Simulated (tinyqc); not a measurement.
# Worked calculation: floating body of a partially depleted SOI transistor: body voltage and kink

Numbers from tinyqc (`OMP_NUM_THREADS=1 python tinyqc.py 2182262 2182263 out.jsonl`; about 0.2 s on one thread of a shared Intel Xeon 2.30GHz). Printed values are rounded.

Source at 0 V. Channel current Ic = 2 nf K Vt^2 [F(0) - F(Vd)](1 + la Vd), F(V) = ln^2(1 + exp((Vg - VT - nf V)/(2 nf Vt))), VT = VT0 - gb Vb. Saturation voltage Vs = 2 Vt sqrt(F(0)) + 3 Vt, excess Ve = (Vd - Vs + sqrt((Vd - Vs)^2 + 0.0004 V^2))/2, multiplication M1 = Ai Ve exp(-Bl/Ve). Each junction passes D(v) = J1 (exp(v/Vt) - 1) + J2 (exp(v/(2 Vt)) - 1). Bipolar current Ib = bb J1 (exp(Vb/Vt) - 1). The body settles where M1 (Ic + Ib) = D(Vb) + D(Vb - Vd) + Vb/Rb; drain current Id = (1 + M1)(Ic + Ib) - D(Vb - Vd).

Values chosen for this exercise; values of the order met in partially depleted silicon-on-insulator transistors:
- T = 300 K (temperature)
- VT0 = 0.43 V (threshold at zero body voltage)
- gb = 0.21 (fall of the threshold per volt of body voltage)
- nf = 1.15 (slope factor)
- K = 320 uA/(V^2 um) (gain factor per width)
- la = 0.03 1/V (channel-length modulation factor)
- Ai = 1.1 1/V (impact-ionisation prefactor)
- Bl = 5.8 V (impact-ionisation voltage)
- J1 = 1.6e-12 uA/um (diffusion saturation current of each junction)
- J2 = 1.2e-9 uA/um (recombination saturation current of each junction)
- bb = 0.5 (gain of the lateral bipolar transistor on the diffusion current)
- Rb = 1e9 kohm um (resistance of a weak body tie to the source (1e9 stands for no tie, and the term is then dropped))
- Vg = 0.52 V (gate voltage)
- Vd = 1.1 V (drain voltage)

Constants: q = 1.602176634e-19 C, kB = 1.380649e-23 J/K, Vt = kB T/q. Results are converted to the units shown.

Range of the model: The multiplication law is an empirical form chosen for the exercise; self-heating and capacitive coupling to the body are left out, and the linear laws are rough once Vb passes about 0.7 V or M1 about 0.1.

## Starting value

Vb = 0.67 V.

Vb at the start = 0.67 V

## Iteration 1: new Vb

Current into the body I_in = M1 (Ic + Ib) - D(Vb - Vd), current out I_out = D(Vb) + Vb/Rb; f = ln(I_in/I_out), s = df/dVb by central differences over 1e-5 V, Vb(new) = Vb - f/s.

Ic = 7.73004 uA/um
Ve = 0.820900 V
M1 = 7.71281e-4
I_in = 0.00607316 uA/um
I_out = 0.288663 uA/um
f = -3.86138
s = -37.9555 1/V
Vb after iteration 1 = 0.568266 V

## Iteration 2: new Vb

As before.

Ic = 6.40283 uA/um
Ve = 0.839025 V
M1 = 9.18295e-4
I_in = 0.00588227 uA/um
I_out = 0.00570188 uA/um
f = 0.0311473
s = -38.1639 1/V
Vb after iteration 2 = 0.569082 V

## Course of the iteration

Stop when the step is below 1e-10 V, or after 40 iterations.

Course of the iteration:
```
iteration  Vb before the step (V)  step (V)
1                            0.67    -0.102
2                        0.568266   8.16e-4
3                        0.569082  -5.66e-8
4                        0.569082   < 1e-13
```

Converged in 4 iterations.

## Drain current with floating and with grounded body

converged Vb = 0.569082 V

Id and VT at the converged Vb, Id at Vb = 0, their ratio, and the bipolar share Ib/(Ic + Ib).

VT = 0.310493 V
Id, floating = 6.42172 uA/um
Id, grounded = 1.49335 uA/um
ratio = 4.30022
bipolar share = 0.0452885 %

The body rises to 0.569 V and lowers the threshold by 120 mV.
